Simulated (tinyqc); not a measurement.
Chemical shift by three methods: effective-mass impurity with a central-cell term, in a basis of Slater functions. Computed by tinyqc, a small Python program. Command: `OMP_NUM_THREADS=1 python tinyqc.py 3012053 3012054 out.jsonl centralcell walk`. One thread of a shared host (Intel(R) Xeon(R) Processor @ 2.30GHz), about 0.01 s of CPU time with the checks.

The envelope obeys H = -nabla^2 - (2/r) [Z + A exp(-kappa r)] in effective units, with kappa = a*/lambda; positive A deepens the well near the core.

Inputs (values chosen for the exercise, with mass and screening modelled on AlN):

| quantity | value | unit |
|---|---|---|
| effective mass m | 0.314 | m_0 |
| dielectric constant eps | 8.38 | - |
| charge Z of the core | 1 | - |
| central-cell strength A | 7.7 | - |
| central-cell range lambda | 0.79 | angstrom |

Impurity: donor, one isotropic band.

Constants: Ry = 13.605693123 eV; a_0 = 0.529177210903 angstrom.

Method:
- Units: Ry* = Ry m/eps^2 and a* = a_0 eps/m, with m in m_0.
- kappa = a*/lambda; the hydrogenic ground state is bound by Z^2 Ry*.
- For s functions exp(-zeta r), with s = zeta_i + zeta_j: S = 2/s^3, T = zeta_i zeta_j S, V = -2 Z/s^2, W = -2 A/(s + kappa)^2; each function is normalised by dividing by sqrt(S_ii S_jj).
- Large basis: zeta_i = 0.06 x 1.6^(i-1), i = 1..22, same formulas; for p functions r exp(-zeta r): S = 24/s^5, T = zeta_i zeta_j S (centrifugal term included), V = -12 Z/s^4, W = -12 A/(s + kappa)^4; overlap eigenvalues below 1e-11 are dropped.
- First order: shift = 8 A Z^3/(2 Z + kappa)^2 Ry*. One exponent: minimise zeta^2 - 2 Z zeta - 8 A zeta^3/(2 zeta + kappa)^2 by golden section on 0.2 to 6 Z. All shifts are the binding beyond Z^2 Ry*.

kappa = 17.8767 1/a*

Ry* = 60.8362 meV

hydrogenic binding energy = 60.8362 meV

Shift of the 1s binding energy (meV):

| A | first order | one exponent | large basis |
|---|---|---|---|
| -7.70 | -9.485 | -7.365 | -5.842 |
| -3.85 | -4.743 | -4.132 | -3.605 |
| 0.77 | 0.949 | 0.979 | 1.013 |
| 1.93 | 2.377 | 2.579 | 2.832 |
| 3.85 | 4.743 | 5.641 | 6.986 |
| 7.70 | 9.485 | 14.343 | 25.970 |
| 9.62 | 11.851 | 21.269 | 52.220 |

What does the comparison show, and why?

The three columns are ordered, first order <= one exponent <= large basis, since each is a variational bound with more freedom. At the largest attractive A first order gives 23 % and one exponent 41 % of the shift; at the most repulsive A the true shift is -5.842 meV against -9.485. Attraction pulls the envelope in and feeds itself, repulsion pushes it out and saturates.

Extremes, crossings and ranges named in words are read from the listed rows.
